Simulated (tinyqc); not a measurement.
# Resistance of a source-drain extension with a graded tip: effect of the gate overdrive

y runs along the channel, the gate covers y > 0. The doping is N0 for y < y0 and N0 10^(-(y - y0)/la) beyond, uniform over the depth xj. Sheet conductance s(y) = q mu(N) max(N - Nch, 0) xj + (for y > 0) ma Cox Vo, with mu(N) = u0 + (u1 - u0)/(1 + (N/Nr)^au) and Cox = eps0 eox/tox. Current is taken as one-dimensional; depletion of the tip, spreading and the contact are left out. The metallurgical junction lies at yj, where N = Nch.

R_spacer = integral of dy/s from -Ls to 0, R_ov from 0 to yj, R_channel = (Lg - 2 yj)/(ma Cox Vo), R_total = 2 R_spacer + 2 R_ov + R_channel. Electrical length L_eff = ma Cox dR_total/d(1/Vo); R_series = R_total - L_eff/(ma Cox Vo).

Inputs (values chosen for the exercise); mobility law close to that of electrons in silicon: relative permittivity of the gate insulator (close to silicon dioxide) eox = 3.9; insulator thickness tox = 2.3 nm; active doping of the extension far from the gate N0 = 7.2e19 cm^-3; lateral abruptness la = 5.7 nm/decade; position under the gate where the fall begins (gate edge at 0) y0 = 3.8 nm; depth of the extension xj = 7 nm; channel doping Nch = 5.6e17 cm^-3; spacer length Ls = 15 nm; mobility of the gate-induced layer ma = 110 cm^2/(V s); mobility at low doping u1 = 1414 cm^2/(V s); mobility at high doping u0 = 68.5 cm^2/(V s); reference doping Nr = 9.2e16 cm^-3; exponent au = 0.711; gate length Lg = 60 nm.

Constants: q = 1.602176634e-19 C, eps0 = 8.8541878128e-14 F/cm where lengths are in cm. Results are converted to the units shown.

The same in every row: yj (nm) = 15.82; R_spacer (ohm um) = 23.35.

Effect of the gate overdrive:

| Vo (V) | R_ov (ohm um) | R_channel (ohm um) | R_total (ohm um) | L_eff (nm) | R_series (ohm um) |
|---|---|---|---|---|---|
| 0.15 | 151.8 | 1145 | 1495 | 31.97 | 204.4 |
| 0.3 | 106.1 | 572.3 | 831.3 | 34.17 | 141.7 |
| 0.45 | 84.13 | 381.5 | 596.5 | 35.78 | 115.0 |
| 0.6 | 70.61 | 286.2 | 474.1 | 37.07 | 99.95 |
| 0.75 | 61.30 | 228.9 | 398.2 | 38.15 | 90.23 |
| 0.9 | 54.41 | 190.8 | 346.3 | 39.07 | 83.42 |
| 1.05 | 49.07 | 163.5 | 308.4 | 39.88 | 78.36 |
| 1.2 | 44.79 | 143.1 | 279.4 | 40.61 | 74.45 |

As Vo goes from 0.15 to 1.2, R_total falls from 1500 to 279 ohm um, L_eff rises from 32.0 to 40.6 nm and R_series falls from 204 to 74.5 ohm um. Both extracted quantities depend on the overdrive at which they are taken.

Computed by the program tinyqc: `OMP_NUM_THREADS=1 python tinyqc.py 2282109 2282110 out.jsonl`, one thread of a shared Intel Xeon 2.30GHz, about 0.03 s for the whole run.
